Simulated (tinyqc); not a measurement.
Metal-interlayer-semiconductor contact, depinning against tunnelling resistance: two steps of the calculation.

Zero bias, n-type semiconductor. Gap states at the semiconductor surface thin out as exp(-be ti), which unpins the barrier; electrons must then cross the interlayer (a rectangular barrier, no voltage drop across it) and the parabolic depleted layer, both by WKB. Energies E are counted from the Fermi level; no image force, parabolic bands.

Inputs (values chosen for the exercise); semiconductor values close to those of silicon; interlayer mass of the order of that in zinc oxide, offset chosen freely: temperature T = 300 K; band gap Eg = 1.08 eV; relative permittivity eps_r = 11.3; electron affinity chi = 4.06 eV; conduction-band density of states at T Nc = 2.8e19 cm^-3; tunnelling mass in the semiconductor mt = 0.193 m0; Richardson mass mA = 2.06 m0; donor density Nd = 9.9e19 cm^-3; charge-neutrality level above the valence band E0 = 0.36 eV; pinning factor without interlayer S0 = 0.28; metal work function phiM = 4.55 eV; interlayer thickness ti = 0.4 nm; conduction-band offset of the interlayer above the semiconductor dE = 0.02 eV; tunnelling mass in the interlayer mi = 0.29 m0; decay constant of gap states through the interlayer be = 4.2 1/nm.

Constants: q = 1.602176634e-19 C, kB = 1.380649e-23 J/K, eps0 = 8.8541878128e-12 F/m, hbar = 1.054571817e-34 J s, h = 6.62607015e-34 J s, m0 = 9.1093837015e-31 kg, Vt = kB T/q, hbar^2/(2 m0) = 0.0380998212 eV nm^2. Results are converted to the units shown.

Question 1. Pinning, barrier and scales. S = 1/(1 + (1/S0 - 1) exp(-be ti)); phiB = S (phiM - chi) + (1 - S)(Eg - E0); xi = Ec - EF deep inside, from Nd = Nc F(-xi/Vt), F(x) = (2/sqrt(pi)) int_0^infinity sqrt(u) du/(1 + exp(u - x)); band bending U = phiB - xi; E00 = (hbar/2) sqrt(Nd/(eps0 eps_r mt m0)) in volts; A = 4 pi q mA m0 kB^2/h^3.

Wanted: S; phiB; xi; U; E00; A.

Answer 1.

S = 0.67602
phiB = 0.56452 eV
xi = -0.063519 eV
U = 0.62803 eV
E00 = 0.12509 eV
A = 247.56 A/(cm^2 K^2)

Question 2. Exponents and integrand on an energy grid. With U = phiB - xi: for xi < E < phiB, y = (E - xi)/U and G1 = (U/E00) [sqrt(1 - y) - y ln((1 + sqrt(1 - y))/sqrt(y))], G1 = 0 above phiB; G2 = 2 ti sqrt(mi max(phiB + dE - E, 0)/C), C = hbar^2/(2 m0); f = 1/(1 + exp(E/Vt)); integrand exp(-G1 - G2) f.

```
point,E (eV)
0,-0.06
1,-0.02867
2,0.00267
3,0.034
4,0.06533
5,0.09667
6,0.128
7,0.15933
8,0.19067
9,0.222
10,0.25333
11,0.28467
12,0.316
13,0.34733
14,0.37867
15,0.41
```

phiB = 0.56451553 eV
xi = -0.063518828 eV
E00 = 0.12509128 eV

Give: G1; G2; f; integrand.

Answer 2.

```
point,G1,G2,f,integrand (1e-3)
0,4.9141,1.7719,0.91059,1.1366
1,4.2874,1.7283,0.75194,1.8348
2,3.8012,1.6836,0.47420,1.9678
3,3.3802,1.6376,0.21162,1.4007
4,3.0038,1.5903,0.073982,0.7481
5,2.6617,1.5416,0.023217,0.3470
6,2.3482,1.4913,0.0070248,0.1511
7,2.0594,1.4392,0.0021012,0.0635
8,1.7926,1.3851,6.2606e-4,0.0261
9,1.5458,1.3289,1.8642e-4,0.0105
10,1.3177,1.2702,5.5491e-5,0.0042
11,1.1072,1.2086,1.6510e-5,0.0016
12,0.9136,1.1437,4.9140e-6,0.0006
13,0.7365,1.0749,1.4626e-6,0.0002
14,0.5755,1.0014,4.3513e-7,0.0001
15,0.4310,0.9220,1.2951e-7,0.0000
```

Range of the model: The depletion charge would drop about 0.24 V across such an interlayer (eps_r near 8.5) at ti = 0.4 nm and Nd = 9.9e19 cm^-3, against a band bending of 0.63 V; this model leaves that drop out.

Numbers from tinyqc (`OMP_NUM_THREADS=1 python tinyqc.py 2270077 2270078 out.jsonl`; about 0.03 s on one thread of a shared Intel Xeon 2.30GHz).
